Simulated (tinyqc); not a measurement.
# Energy and delay of logic against supply voltage: two studies

One expression serves below and above threshold: I(Vg) = Ik [ln(1 + exp((Vg - VT + dd V)/(al nf Vt)))]^al, with I_on = I(V) and I_off = I(0). Gate delay td = kd C V/I_on, clock period LD td. Per gate and cycle the switching energy is act C V^2 and the leakage energy I_off V LD td. No short-circuit current, no variation. Minima are sought above 0.09 V; below a few Vt gates no longer switch and the model has no meaning.

Values chosen for this exercise; values of the order met in logic technologies: temperature T = 300 K; threshold voltage at zero drain bias VT = 0.41 V; slope factor nf = 1.13; barrier lowering per volt of supply dd = 0.12; specific current of a gate Ik = 1.6 uA; exponent of the current law al = 1.71; load capacitance of a gate C = 0.74 fF; delay factor kd = 0.6; logic depth LD = 30; activity factor act = 0.2.

Constants: q = 1.602176634e-19 C, kB = 1.380649e-23 J/K, Vt = kB T/q. Results are converted to the units shown.

Each table varies one quantity; the others keep the values above.

## Energy and delay against supply voltage

EDP = energy times td.

Results:

| V (V) | I_on (uA) | I_off (nA) | td (ps) | switching (aJ) | leakage (aJ) | energy (aJ) | EDP (fJ ps) |
|---|---|---|---|---|---|---|---|
| 0.15 | 4.013e-4 | 0.002378 | 1.660e5 | 3.330 | 1.776 | 5.106 | 847.4 |
| 0.27 | 0.03659 | 0.003893 | 3276 | 10.79 | 0.1033 | 10.89 | 35.69 |
| 0.38 | 1.240 | 0.006116 | 136.1 | 21.37 | 0.009489 | 21.38 | 2.910 |
| 0.5 | 10.78 | 0.01001 | 20.60 | 37.00 | 0.003093 | 37.00 | 0.7621 |
| 0.62 | 31.35 | 0.01638 | 8.781 | 56.89 | 0.002676 | 56.89 | 0.4996 |
| 0.73 | 57.96 | 0.02574 | 5.593 | 78.87 | 0.003152 | 78.87 | 0.4411 |
| 0.85 | 94.34 | 0.04211 | 4.000 | 106.9 | 0.004296 | 106.9 | 0.4278 |
| 0.97 | 137.8 | 0.06890 | 3.126 | 139.3 | 0.006267 | 139.3 | 0.4353 |
| 1.2 | 239.3 | 0.1769 | 2.227 | 213.1 | 0.01418 | 213.1 | 0.4746 |

Estimate the missing row, V = 1.08 V.

Computed row:

| V (V) | I_on (uA) | I_off (nA) | td (ps) | switching (aJ) | leakage (aJ) | energy (aJ) | EDP (fJ ps) |
|---|---|---|---|---|---|---|---|
| 1.08 | 183.4 | 0.1082 | 2.614 | 172.6 | 0.009163 | 172.6 | 0.4513 |

With this row back in the table: td falls from 1.66e5 to 2.23 ps; the energy rises from 5.11 to 213 aJ and the EDP goes from 847 through a minimum of 0.428 (at V = 0.85 V among the rows listed) to 0.475 fJ ps. The exact minima lie at V = 0.142 V for the energy and 0.851 V for the EDP. Going from 1.2 V to the energy minimum saves a factor of 42.0 in energy and costs a factor of 96300 in delay.

## Optimum supplies against the activity factor

Same model as above.

V_min minimises the energy and V_EDP the product of energy and td.

Optimum supplies against the activity factor:

| act | V_min (V) | energy at V_min (aJ) | leakage share (%) | clock at V_min (MHz) | V_EDP (V) | clock at V_EDP (GHz) |
|---|---|---|---|---|---|---|
| 0.002 | 0.3099 | 0.1814 | 21.64 | 36.20 | 0.8506 | 8.344 |
| 0.005 | 0.2785 | 0.3707 | 22.57 | 13.43 | 0.8510 | 8.352 |
| 0.01 | 0.2547 | 0.6312 | 23.98 | 6.150 | 0.8512 | 8.355 |
| 0.02 | 0.2304 | 1.062 | 26.03 | 2.758 | 0.8512 | 8.357 |
| 0.05 | 0.1973 | 2.057 | 29.99 | 0.9236 | 0.8513 | 8.358 |
| 0.1 | 0.1708 | 3.293 | 34.45 | 0.3900 | 0.8513 | 8.358 |
| 0.2 | 0.1418 | 5.075 | 41.35 | 0.1554 | 0.8513 | 8.358 |

Read the table: what changes, and by how much?

As act goes from 0.002 to 0.2, V_min falls from 0.310 to 0.142 V, the energy there rises from 0.181 to 5.08 aJ, the clock there falls from 36.2 to 0.155 MHz and V_EDP stays near 0.851 V. act and LD enter V_min only through the ratio act/LD.

Computed by the program tinyqc: `OMP_NUM_THREADS=1 python tinyqc.py 2082087 2082088 out.jsonl`, one thread of a shared Intel Xeon 2.30GHz, about 0.01 s for the whole run.
